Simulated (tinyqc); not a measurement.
Worked calculation: RHF in the sto-3g basis, for H3+, spin multiplicity 1. Computed by tinyqc, a small Python program that keeps every step (integrals from PySCF). Settings: charge = 1, multiplicity = 1, basis = sto-3g, energy threshold = 1e-10, iteration cap = 58, orthogonalisation = canonical, start = Wolfsberg-Helmholz matrix, DIIS depth = 8, method = RHF. Command: `OMP_NUM_THREADS=1 python tinyqc.py 25777 25778 out.jsonl` (the two numbers bound the seeds that draw the settings). One thread of a shared host (Intel(R) Xeon(R) Processor @ 2.60GHz), about 0.06 s of CPU time with the checks. Later iterations appear only in the table of the cycle.

## One-electron integrals

Geometry (angstrom):
```
atom         x         y          z
H     0.000000  0.000000   0.000000
H     0.000000  0.000000   0.899000
H     0.000000  0.000000  -0.899000
```

Basis sto-3g: exponents (1/bohr^2) and contraction coefficients of normalised primitives:
```
element  l (shell)  exponent  coefficient
H            s (1)  3.425251     0.154329
H            s (1)  0.623914     0.535328
H            s (1)  0.168855     0.444635
```

Overlap, kinetic and nuclear-attraction integrals over the contracted functions; the nuclear repulsion is the sum of Za Zb / Rab.

nuclear repulsion = 1.47157178 hartree

overlap S, lower triangle:
```
          1H 1s     2H 1s     3H 1s
1H 1s  1.000000
2H 1s  0.557811  1.000000
3H 1s  0.557811  0.164602  1.000000
```

kinetic energy T (hartree), lower triangle:
```
          1H 1s      2H 1s     3H 1s
1H 1s  0.760032
2H 1s  0.153141   0.760032
3H 1s  0.153141  -0.006115  0.760032
```

nuclear attraction V (hartree), lower triangle:
```
           1H 1s      2H 1s      3H 1s
1H 1s  -2.350094
2H 1s  -1.157312  -2.082362
3H 1s  -1.157312  -0.316326  -2.082362
```

core Hamiltonian H = T + V (hartree), lower triangle:
```
           1H 1s      2H 1s      3H 1s
1H 1s  -1.590062
2H 1s  -1.004170  -1.322330
3H 1s  -1.004170  -0.322441  -1.322330
```

## Two-electron integrals

Functions are numbered as in S; the eight-fold symmetry (ij|kl) = (ji|kl) = (kl|ij) leaves the list below.

Two-electron integrals (ij|kl) in chemists' order, unique and non-zero (hartree):
```
(11|11) 0.774606   (21|11) 0.358424   (21|21) 0.204413   (22|11) 0.512140
(22|21) 0.358424   (22|22) 0.774606   (31|11) 0.358424   (31|21) 0.154622
(31|22) 0.213151   (31|31) 0.204413   (32|11) 0.100355   (32|21) 0.050807
(32|22) 0.081316   (32|31) 0.050807   (32|32) 0.014470   (33|11) 0.512140
(33|21) 0.213151   (33|22) 0.292238   (33|31) 0.358424   (33|32) 0.081316
(33|33) 0.774606
```

## Orthogonalisation

S = U s U^T; canonical form X = U s^(-1/2), so that X^T S X = 1. Each column of U has its largest component positive (the first on a tie).

eigenvalues of S: 0.289156  0.835398  1.875447

X:
```
               1          2         3
1H 1s   1.381521   0.000000  0.488814
2H 1s  -0.880268   0.773639  0.383580
3H 1s  -0.880268  -0.773639  0.383580
```

## Starting guess

The start is the generalised Wolfsberg-Helmholz matrix (K = 1.75) built on H; D = 2 C_occ C_occ^T.

D at the start, lower triangle:
```
          1H 1s     2H 1s     3H 1s
1H 1s  0.665584
2H 1s  0.376149  0.212577
3H 1s  0.376149  0.212577  0.212577
```

## Iteration 1: building the Fock matrix

J_ij = sum D_kl (ij|kl), K_ij = sum D_kl (ik|jl); F = H + J - 0.5 K; E = tr D H + tr D J / 2 - 0.25 tr D K + E_nn.

Coulomb J (hartree), lower triangle:
```
          1H 1s     2H 1s     3H 1s
1H 1s  1.315254
2H 1s  0.651767  1.032226
3H 1s  0.651767  0.183963  1.032226
```

exchange K (hartree), lower triangle:
```
          1H 1s     2H 1s     3H 1s
1H 1s  1.207493
2H 1s  0.747106  0.646229
3H 1s  0.747106  0.401259  0.646229
```

Fock matrix F (hartree), lower triangle:
```
           1H 1s      2H 1s      3H 1s
1H 1s  -0.878555
2H 1s  -0.725957  -0.613219
3H 1s  -0.725957  -0.339108  -0.613219
```

total energy of this density = -1.20361971 hartree

## Iteration 1: diagonalisation and new density

Diagonalise F' = X^T F X, C = X C', fill 1 alpha and 1 beta electrons from the bottom; D = 2 C_occ C_occ^T. Each column has its largest component positive (the first on a tie).

F' = X^T F X (hartree), lower triangle:
```
           1          2          3
1   0.378695
2   0.000000  -0.328120
3  -0.094846   0.000000  -1.034625
```

orbital energies (hartree): MO1 -1.040962, MO2 -0.328120, MO3 0.385032

coefficients C:
```
            MO1        MO2        MO3
1H 1s  0.579819   0.000000   1.345864
2H 1s  0.324048   0.773639  -0.903879
3H 1s  0.324048  -0.773639  -0.903879
```

D after iteration 1, lower triangle:
```
          1H 1s     2H 1s     3H 1s
1H 1s  0.672380
2H 1s  0.375778  0.210014
3H 1s  0.375778  0.210014  0.210014
```

## Iteration 2: building the Fock matrix

As before.

Coulomb J (hartree), lower triangle:
```
          1H 1s     2H 1s     3H 1s
1H 1s  1.316847
2H 1s  0.652211  1.032132
3H 1s  0.652211  0.184078  1.032132
```

exchange K (hartree), lower triangle:
```
          1H 1s     2H 1s     3H 1s
1H 1s  1.210386
2H 1s  0.747456  0.644876
3H 1s  0.747456  0.400912  0.644876
```

Fock matrix F (hartree), lower triangle:
```
           1H 1s      2H 1s      3H 1s
1H 1s  -0.878408
2H 1s  -0.725688  -0.612636
3H 1s  -0.725688  -0.338819  -0.612636
```

total energy of this density = -1.20363522 hartree

## Iteration 2: DIIS over 2 matrices

error matrix X^T (FDS - SDF) X:
```
          1         2          3
1  0.000000  0.000000  -0.000887
2  0.000000  0.000000   0.000000
3  0.000887  0.000000   0.000000
```

B (overlaps of the stored error matrices):
```
               1              2
1  7.7434724e-05  1.1035904e-05
2  1.1035904e-05  1.5728238e-06
```

Minimise |sum c_i e_i|^2 with sum c_i = 1: solve [B -1; -1 0][c; lambda] = [0; -1] with B_ij = tr e_i^T e_j, and take F = sum c_i F_i.

DIIS coefficients: -0.166206  1.166206

extrapolated F (hartree), lower triangle:
```
           1H 1s      2H 1s      3H 1s
1H 1s  -0.878384
2H 1s  -0.725643  -0.612540
3H 1s  -0.725643  -0.338771  -0.612540
```

## Iteration 2: diagonalisation and new density

As before.

F' = X^T F X (hartree), lower triangle:
```
           1          2          3
1   0.379072
2   0.000000  -0.327711
3  -0.095354   0.000000  -1.034050
```

orbital energies (hartree): MO1 -1.040455, MO2 -0.327711, MO3 0.385477

coefficients C:
```
            MO1        MO2        MO3
1H 1s  0.580307   0.000000   1.345653
2H 1s  0.323720   0.773639  -0.903997
3H 1s  0.323720  -0.773639  -0.903997
```

D after iteration 2, lower triangle:
```
          1H 1s     2H 1s     3H 1s
1H 1s  0.673512
2H 1s  0.375714  0.209590
3H 1s  0.375714  0.209590  0.209590
```

## Iteration 4 (converged): orbitals

converged F (hartree), lower triangle:
```
           1H 1s      2H 1s      3H 1s
1H 1s  -0.878383
2H 1s  -0.725643  -0.612539
3H 1s  -0.725643  -0.338770  -0.612539
```

As before.

F' = X^T F X (hartree), lower triangle:
```
           1          2          3
1   0.379072
2   0.000000  -0.327711
3  -0.095354   0.000000  -1.034049
```

orbital energies (hartree): MO1 -1.040454, MO2 -0.327711, MO3 0.385477

coefficients C:
```
            MO1        MO2        MO3
1H 1s  0.580307   0.000000   1.345653
2H 1s  0.323720   0.773639  -0.903997
3H 1s  0.323720  -0.773639  -0.903997
```

D after iteration 4, lower triangle:
```
          1H 1s     2H 1s     3H 1s
1H 1s  0.673512
2H 1s  0.375714  0.209590
3H 1s  0.375714  0.209590  0.209590
```

## Convergence

Stop when the energy changes by less than 1e-10 hartree and every element of the error matrix X^T (F D S - S D F) X is below 3e-06.

Course of the cycle:
```
iteration  E (hartree)     change  largest element of the error matrix
1          -1.20361971          -                             6.22e-03
2          -1.20363522  -1.55e-05                             8.87e-04
3          -1.20363554  -3.22e-07                             3.13e-08
4          -1.20363554   1.33e-15                             1.31e-08
```

PySCF RHF in the same basis = -1.20363554 hartree

Converged in 4 iterations.

## Populations, bond orders and dipole

Mulliken: Z minus the diagonal of D S on the atom; Loewdin: the same with S^(1/2) D S^(1/2); Mayer order: 2 sum_s sum (D(s) S)_ij (D(s) S)_ji over the two atoms.

Charges (e):
```
atom   Mulliken    Loewdin
1H    -0.092668  -0.030187
2H     0.546334   0.515094
3H     0.546334   0.515094
```

Mayer bond orders:
```
pair     order
2-1   0.495706
3-1   0.495706
3-2   0.205813
```

dipole moment about the origin, x y z (debye): 0.000000  0.000000  0.000000
